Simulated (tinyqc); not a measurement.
Haynes-Shockley experiment: drift, diffusion and decay of a minority-carrier pulse: one step, computed by the program tinyqc.

A thin sheet of excess carriers is made at x = 0, t = 0 in a long uniform bar; injection is low, so the pulse moves with the minority mobility.

Question. Transport coefficients. D = mu k_B T/e, v = mu F. Transit time d/v, diffusion length sqrt(D tau), drift length v tau, Peclet number v d/D = e F d/(k_B T).

Inputs (values chosen for the exercise, modelled on holes in n-type germanium in a lightly doped bar):
```
quantity,value,unit
minority mobility mu,1690,cm^2/(V s)
lifetime tau,170,microsecond
temperature T,300,K
field F,7.7,V/cm
distance d to the collector,0.25,cm
```

Constants: k_B = 8.617333262e-05 eV/K.

Give: D; drift velocity v; transit time d/v; diffusion length; drift length v tau; Peclet number.

Answer.

D = 43.69 cm^2/s

drift velocity v = 13013 cm/s

transit time d/v = 19.21 microsecond

diffusion length = 861.8 micrometre

drift length v tau = 2.21221 cm

Peclet number = 74.46

The pulse must travel 0.113 drift lengths.
